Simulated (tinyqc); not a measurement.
# Semiconductor laser, carrier and photon rate equations: light against current through threshold

Carrier density N and photon density S in one mode: dN/dt = F1 = eta I/(q V) - (A N + B N^2 + C N^3) - vg g S; dS/dt = F2 = G vg g S + G be B N^2 - S/tp, with g = g0 ln(N/Ntr)/(1 + ec S). Output power P = Fo Eph S V/(G tp). No heating, no carrier transport.

gth = 1/(G vg tp), Nth = Ntr exp(gth/g0), Ith = q V (A Nth + B Nth^2 + C Nth^3)/eta. N and S are the steady state (F1 = F2 = 0, S > 0).

Parameters, values chosen for the exercise:
```
symbol,value,unit,meaning
V,9.6e-12,cm^3,active volume
G,0.038,,confinement factor
vg,8.2e9,cm/s,group velocity
g0,2000,1/cm,gain coefficient
Ntr,2.4e18,cm^-3,transparency density
ec,1.2e-17,cm^3,gain compression
tp,1.7,ps,photon lifetime
A,9.3e7,1/s,defect recombination coefficient
B,8.7e-11,cm^3/s,radiative coefficient
C,9.9e-30,cm^6/s,Auger coefficient
be,4.2e-5,,share of spontaneous emission into the mode
eta,0.93,,injection efficiency
Fo,0.46,,share of cavity losses that is output
Eph,1.46,eV,photon energy
```

Constants: q = 1.602176634e-19 C. Results are converted to the units shown.

Result of one run:
```
N/Nth  S (cm^-3)  P (mW)  share of carriers lost by stimulated emission (%)
1.000   2.871e13  0.4591                                              6.680
```

Which drive current I gave this result: 2.1, 5.1, 8.2, 11 or 51 mA?

I = 11 mA.

The whole series:
```
I (mA)   N/Nth  S (cm^-3)    P (mW)  share of carriers lost by stimulated emission (%)
2.1     0.4753    2.574e9  4.116e-5                                           6.652e-4
5.1     0.7297   1.432e10  2.290e-4                                           0.004790
8.2     0.9054   6.995e10  0.001119                                            0.01954
9.8     0.9794   3.914e11  0.006258                                             0.1000
11       1.000   2.871e13    0.4591                                              6.680
15       1.002   1.831e14     2.928                                              31.25
21       1.005   4.150e14     6.637                                              50.60
31       1.009   8.015e14     12.82                                              66.20
51       1.018   1.574e15     25.18                                              79.04
```

Ith is 10.3 mA. The power rises by a factor of 410 between 8.2 and 11 mA, while N/Nth goes only from 0.905 to 1.00. Above threshold N is nearly clamped, reaching 1.018 Nth in the last row through gain compression, and the slope between the last two rows is 0.618 W/A, against Fo eta Eph/q = 0.625 W/A.

Numbers from tinyqc (`OMP_NUM_THREADS=1 python tinyqc.py 2840103 2840104 out.jsonl`; about 0.01 s on one thread of a shared Intel Xeon 2.30GHz).
